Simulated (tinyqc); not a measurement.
Inside a calculation. Method: coupled-perturbed Hartree-Fock on RHF in the sto-3g basis, for BeH2, spin multiplicity 1. One step of it, computed by the program tinyqc.

Problem. Iteration 1: diagonalisation and new density. Diagonalise F' = X^T F X, C = X C', fill 3 alpha and 3 beta electrons from the bottom; D = 2 C_occ C_occ^T. Each column has its largest component positive (the first on a tie).

Fock matrix F (hartree):
```
            1Be 1s     1Be 2s   1Be 2px    1Be 2py    1Be 2pz      2H 1s      3H 1s
1Be 1s   -4.470652  -1.275812  0.000000  -0.001493  -0.000702  -0.222689  -0.183423
1Be 2s   -1.275812  -0.682562  0.000000  -0.011369  -0.007696  -0.345165  -0.311036
1Be 2px   0.000000   0.000000  0.218728   0.000000   0.000000   0.000000   0.000000
1Be 2py  -0.001493  -0.011369  0.000000   0.051483  -0.000835  -0.204080   0.190599
1Be 2pz  -0.000702  -0.007696  0.000000  -0.000835   0.218123  -0.012477  -0.011649
2H 1s    -0.222689  -0.345165  0.000000  -0.204080  -0.012477  -0.206179  -0.052245
3H 1s    -0.183423  -0.311036  0.000000   0.190599  -0.011649  -0.052245  -0.182326
```

X:
```
            1Be 1s     1Be 2s   1Be 2px    1Be 2py    1Be 2pz      2H 1s      3H 1s
1Be 1s    1.028502  -0.149931  0.000000  -0.001041  -0.001033   0.021142   0.020455
1Be 2s   -0.149931   1.151815  0.000000   0.016810   0.009029  -0.234955  -0.202576
1Be 2px   0.000000   0.000000  1.000000   0.000000   0.000000   0.000000   0.000000
1Be 2py  -0.001041   0.016810  0.000000   1.210992   0.001108  -0.318252   0.287964
1Be 2pz  -0.001033   0.009029  0.000000   0.001108   1.000651  -0.016870  -0.014831
2H 1s     0.021142  -0.234955  0.000000  -0.318252  -0.016870   1.182952  -0.052571
3H 1s     0.020455  -0.202576  0.000000   0.287964  -0.014831  -0.052571   1.150020
```

Give: F' = X^T F X; orbital energies; coefficients C; D after iteration 1.

Solution.

F' = X^T F X (hartree):
```
         1        2       3        4        5        6        7
1  -4.3645  -0.6746  0.0000  -0.0006  -0.0015  -0.0139  -0.0020
2  -0.6746  -0.2842  0.0000   0.0080   0.0045  -0.2587  -0.2279
3   0.0000   0.0000  0.2187   0.0000   0.0000   0.0000   0.0000
4  -0.0006   0.0080  0.0000   0.3393   0.0005  -0.3062   0.2821
5  -0.0015   0.0045  0.0000   0.0005   0.2190  -0.0160  -0.0144
6  -0.0139  -0.2587  0.0000  -0.3062  -0.0160   0.0280  -0.0703
7  -0.0020  -0.2279  0.0000   0.2821  -0.0144  -0.0703   0.0131
```

orbital energies (hartree): MO1 -4.4742, MO2 -0.4566, MO3 -0.2186, MO4 0.2045, MO5 0.2187, MO6 0.2448, MO7 0.6509

coefficients C:
```
             MO1      MO2      MO3      MO4     MO5      MO6      MO7
1Be 1s    0.9915  -0.2312  -0.0068   0.1291  0.0000  -0.1664  -0.0132
1Be 2s    0.0318   0.6943   0.0326  -0.5917  0.0000   0.7768   0.0891
1Be 2px   0.0000   0.0000   0.0000   0.0000  1.0000   0.0000   0.0000
1Be 2py   0.0004   0.0145  -0.3794   0.0270  0.0000  -0.0447   1.2264
1Be 2pz   0.0003   0.0077   0.0000   0.7833  0.0000   0.6231   0.0084
2H 1s    -0.0026   0.3550  -0.4872   0.4214  0.0000  -0.5850  -0.8223
3H 1s    -0.0028   0.3124   0.5323   0.4448  0.0000  -0.6245   0.6936
```

D after iteration 1:
```
          1Be 1s   1Be 2s  1Be 2px  1Be 2py  1Be 2pz    2H 1s    3H 1s
1Be 1s    2.0733  -0.2585   0.0000  -0.0008  -0.0029  -0.1627  -0.1572
1Be 2s   -0.2585   0.9684   0.0000  -0.0046   0.0106   0.4610   0.4684
1Be 2px   0.0000   0.0000   0.0000   0.0000   0.0000   0.0000   0.0000
1Be 2py  -0.0008  -0.0046   0.0000   0.2883   0.0002   0.3800  -0.3948
1Be 2pz  -0.0029   0.0106   0.0000   0.0002   0.0001   0.0054   0.0048
2H 1s    -0.1627   0.4610   0.0000   0.3800   0.0054   0.7267  -0.2968
3H 1s    -0.1572   0.4684   0.0000  -0.3948   0.0048  -0.2968   0.7620
```
